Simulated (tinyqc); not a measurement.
Inside a calculation. Method: Pariser-Parr-Pople SCF with singles CI, for the molecule C1=Cc2ncccc21 (SMILES; centres numbered as the heavy atoms are written). One step of it, computed by the program tinyqc.

Question. Iteration 2: Fock matrix. F_rr = H_rr + P_rr gamma_rr / 2 + sum_(s != r) P_ss gamma_rs; F_rs = H_rs - P_rs gamma_rs / 2; E = tr P (H + F) / 2 + core repulsion sum_(r<s) z_r z_s gamma_rs.

P after iteration 1, lower triangle:
```
           1C         2C         3C         4N         5C        6C        7C        8C
1C   0.981798
2C   0.911733   1.001731
3C   0.031458   0.198017   0.942659
4N  -0.316549  -0.009249   0.724919   1.105232
5C   0.019916   0.151942  -0.038004   0.561021   0.973808
6C   0.154291   0.001951  -0.347965  -0.010714   0.732576  1.002207
7C  -0.011691  -0.324591   0.020715  -0.190079   0.013483  0.563906  0.992329
8C   0.199610   0.000396   0.549283  -0.003855  -0.346276  0.000479  0.733660  1.000237
```

core matrix H (eV), lower triangle:
```
            1C          2C          3C          4N          5C          6C          7C          8C
1C  -38.952738
2C   -2.390000  -38.951204
3C    0.000000   -2.390000  -43.732644
4N    0.000000    0.000000   -2.470000  -42.727084
5C    0.000000    0.000000    0.000000   -2.470000  -39.108282
6C    0.000000    0.000000    0.000000    0.000000   -2.390000  -39.114739
7C    0.000000    0.000000    0.000000    0.000000    0.000000   -2.390000  -40.406632
8C   -2.390000    0.000000   -2.390000    0.000000    0.000000    0.000000   -2.390000  -43.739108
```

repulsion gamma_rs (eV), lower triangle:
```
           1C         2C         3C         4N         5C         6C         7C         8C
1C  12.630000
2C   5.668896  12.630000
3C   4.615251   5.668896  12.630000
4N   3.201692   3.739989   5.656602  12.500000
5C   2.762112   2.900164   4.039041   5.654678  12.630000
6C   2.900164   2.762112   3.654523   4.032197   5.668896  12.630000
7C   3.745727   3.205896   4.039434   3.649164   4.038868   5.667805  12.630000
8C   5.668896   4.615251   5.668896   4.032762   3.654523   4.039041   5.669738  12.630000
```

Centres (angstrom, eV; a flat drawing with bonds scaled to 1.40 angstrom):
```
centre          x          y  core charge z          W   gamma_rr
1C      -1.959000   0.700000              1  10.390000  12.630000
2C      -1.959000  -0.700000              1  10.390000  12.630000
3C      -0.559000  -0.700000              1  10.390000  12.630000
4N       0.653000  -1.400000              1  12.760000  12.500000
5C       1.866000  -0.700000              1  10.390000  12.630000
6C       1.866000   0.700000              1  10.390000  12.630000
7C       0.653000   1.400000              1  10.390000  12.630000
8C      -0.559000   0.700000              1  10.390000  12.630000
```

Give: F; pi energy.

Answer.

F (eV), lower triangle:
```
         1C       2C       3C       4N       5C       6C       7C       8C
1C  -4.2012
2C  -4.9743  -4.1921
3C  -0.0726  -2.9513  -4.0434
4N   0.5067   0.0173  -4.5203  -6.3947
5C  -0.0275  -0.2203   0.0767  -4.0562  -3.9398
6C  -0.2237  -0.0027   0.6358   0.0216  -4.4664  -4.0853
7C   0.0219   0.5203  -0.0418   0.3468  -0.0272  -3.9881  -4.1256
8C  -2.9558  -0.0009  -3.9469   0.0078   0.6327  -0.0010  -4.4698  -4.1997
```

pi energy = -96.1261 eV
